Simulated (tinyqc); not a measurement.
# Fermi-level pinning at a metal contact (Cowley-Sze model): barrier against work function

Interface states of density Ds lie behind a thin layer of thickness dl. Neglecting the depletion charge, the barrier for electrons is phi = S (pM - chi) + (1 - S) E0 with S = 1/(1 + q Ds dl/(eps0 ei)); the barrier for holes is Eg - phi.

phi is listed beside the Schottky-Mott value pM - chi.

Parameters, values chosen for the exercise; material values close to those of gallium arsenide:
```
symbol   value         unit                                                    meaning
Eg        1.43           eV                                                   band gap
chi       4.01           eV                                          electron affinity
Ds      2.1e14  cm^-2 eV^-1                                density of interface states
E0        0.94           eV  depth of their neutrality level below the conduction edge
dl        0.37           nm                           thickness of the interface layer
ei         3.8                                               its relative permittivity
```

Constants: q = 1.602176634e-19 C, eps0 = 8.8541878128e-14 F/cm where lengths are in cm. Results are converted to the units shown.

Result of one run:
```
pM - chi (eV),phi (eV)
0.29000,0.80170
```

Which metal work function pM gave this result: 4.3, 4.6, 4.9 or 5.5 eV?

pM = 4.3 eV.

The whole series:
```
pM (eV),pM - chi (eV),phi (eV)
3.4,-0.61000,0.61021
3.7,-0.31000,0.67404
4,-0.010000,0.73787
4.3,0.29000,0.80170
4.6,0.59000,0.86553
4.9,0.89000,0.92936
5.2,1.1900,0.99319
5.5,1.4900,1.0570
5.8,1.7900,1.1209
```

phi rises with slope S = 0.213, by 0.511 eV over 2.40 eV of work function, and equals the Schottky-Mott value at pM = chi + E0 = 4.95 eV.

Program tinyqc, `OMP_NUM_THREADS=1 python tinyqc.py 2430142 2430143 out.jsonl`; Intel Xeon 2.30GHz, shared host, one thread, about 0.01 s.
